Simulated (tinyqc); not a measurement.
Worked calculation: polytypes by hexagonality, and a cubic inclusion as a quantum well. Values are carried at full precision from step to step, so a last printed digit may differ when a step is redone from the rounded ones.

A layer is h if its two neighbours in the periodic sequence sit on the same site, k otherwise; the hexagonality h is the share of h layers.

Constants: hbar^2/2m0 = 3.80998211 eV angstrom^2.

Inputs chosen for the exercise (of the order of those of GaN; not measured data):
- E3 = 3.252 eV (gap of the cubic polytype)
- E2 = 3.479 eV (gap of 2H)
- Ev2 = 0.063 eV (valence top of 2H above that of 3C)
- P2 = -0.0158 C/m^2 (spontaneous polarisation of 2H)
- m = (0.197, 0.216) m0 (electron mass along c in the cubic layer and in the host)
- d = 2.59 angstrom (thickness of a double layer)
- eps = 9.4 (dielectric constant)
- N = 2 (double layers in the cubic inclusion)

## Hexagonality

Stacking sequences:

| polytype | sequence |
|---|---|
| 10H | ABCABCBACB |
| 21R | ABCACBACABCBACBCABACB |
| 8H | ABCABACB |
| 9R | ABCBCACAB |
| 2H | AB |

Give the h/k string and h of each.

Hexagonality:

| polytype | h/k string | h |
|---|---|---|
| 10H | hkkkkhkkkk | 0.2000 |
| 21R | hkkhkkkhkkhkkkhkkhkkk | 0.2857 |
| 8H | hkkkhkkk | 0.2500 |
| 9R | hkhhkhhkh | 0.6667 |
| 2H | hh | 1.0000 |

## Gaps and band edges

Gap: E3 + (E2 - E3) h. Valence top Ev2 h and polarisation P2 h, both counted from 3C; Ec = Ev + gap.

Evaluate for each polytype.

Results:

| polytype | gap (eV) | Ev (eV) | Ec (eV) | P (C/m^2) |
|---|---|---|---|---|
| 10H | 3.2974 | 0.0126 | 3.3100 | -0.00316 |
| 21R | 3.3169 | 0.0180 | 3.3349 | -0.00451 |
| 8H | 3.3087 | 0.0158 | 3.3245 | -0.00395 |
| 9R | 3.4033 | 0.0420 | 3.4453 | -0.01053 |
| 2H | 3.4790 | 0.0630 | 3.5420 | -0.01580 |

The widest gap is that of 2H, the narrowest that of 10H. Ev and Ec both rise with h, so 3C collects electrons and the more hexagonal side holes: a staggered line-up.

## The bound level without the field

A cubic inclusion of width L = N d in the host (h = 1) is a well of depth V = Ec(host) - Ec(3C). Square well with mass mismatch: k tan(k L/2) = (m_w/m_b) q, k = sqrt(m_w E/c), q = sqrt(m_b (V - E)/c), c = hbar^2/2m0, lowest root. The depth of the level, V - E, is its binding, and the transition to the valence top of the host is gap(host) - (V - E). The step in polarisation gives a field |F| = |P|/(eps eps0) in a thin inclusion, eps0 = 8.8541878e-12 F/m.

Give V, L, the level E, its depth below the host conduction edge and the transition to the valence top of the host, gap(host) - (V - E).

V = 0.2900 eV
L = 5.180 angstrom
E above the bottom = 0.2622 eV
depth below the host edge = 0.0278 eV
transition = 3.4512 eV

The level keeps 10 % of the well depth. The transition lies above the gap of 3C itself (3.252 eV). At a few layers the effective-mass picture is only a guide.

## The polarisation field

Give |F|, the drop |F| L, the bound charge |P|/e per cm^2 (e = 1.602176634e-19 C), and, as a first estimate, the shift -|F| L/2 of the transition for an electron centred in the layer and a hole in the host on the high side.

|F| = 1.898 MV/cm
drop = 98.3 meV
bound charge = 9.86e+12 cm^-2
estimated shift = -49.2 meV

The drop is 34 % of the well depth. The host edge on the low side sinks by 49 meV against the centre, more than the 28 meV by which the flat well binds, so the level may not survive the field and the estimate must be checked.

## Checks

- Square-well root against finite differences on a grid of 0.5 angstrom (eV): both 0.262.

(tinyqc, `OMP_NUM_THREADS=1 python tinyqc.py 1851288 1851289 out.jsonl`, Intel(R) Xeon(R) Processor @ 2.30GHz, 1 thread, shared host, about 0.06 s.)
